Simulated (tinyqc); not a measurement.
Time-dependent dielectric breakdown: cell percolation, Weibull statistics, area scaling and voltage extrapolation: one step, computed by the program tinyqc. Command: `OMP_NUM_THREADS=1 python tinyqc.py 3020373 3020374 out.jsonl tddb walk`. One thread of a shared host (Intel(R) Xeon(R) Processor @ 2.30GHz), about 0.01 s of CPU time with the checks.

The oxide is divided into columns of area a^2, each holding m = t_ox/a cells (m is taken as continuous). A share lambda(t) = (t/t_1)^alpha of the cells is defective, and a column whose cells are all defective breaks down.

Question. A sample of breakdown times. Each device fails at t = t63 (-ln(1 - u))^(1/beta). Sort the times; median rank F_i = (i - 0.3)/(n_s + 0.4) for n_s devices; W = ln(-ln(1 - F_i)).

characteristic life t63 = 2973.914 s

uniform random numbers u: 0.7252  0.2303  0.9489  0.6147  0.8572  0.2057  0.7921  0.7319  0.9520

Weibull slope beta = 2.86

Give: Weibull plot.

Answer.

Weibull plot:
```
i  t (s)     F_i   ln t       W
1   1780  0.0745  7.484  -2.559
2   1861  0.1809  7.529  -1.612
3   2925  0.2872  7.981  -1.083
4   3252  0.3936  8.087  -0.693
5   3274  0.5000  8.094  -0.367
6   3483  0.6064  8.156  -0.070
7   3754  0.7128  8.230   0.221
8   4353  0.8191  8.379   0.537
9   4385  0.9255  8.386   0.955
```

Caution: t_1 is an input here; in a real oxide it changes with thickness at fixed voltage.
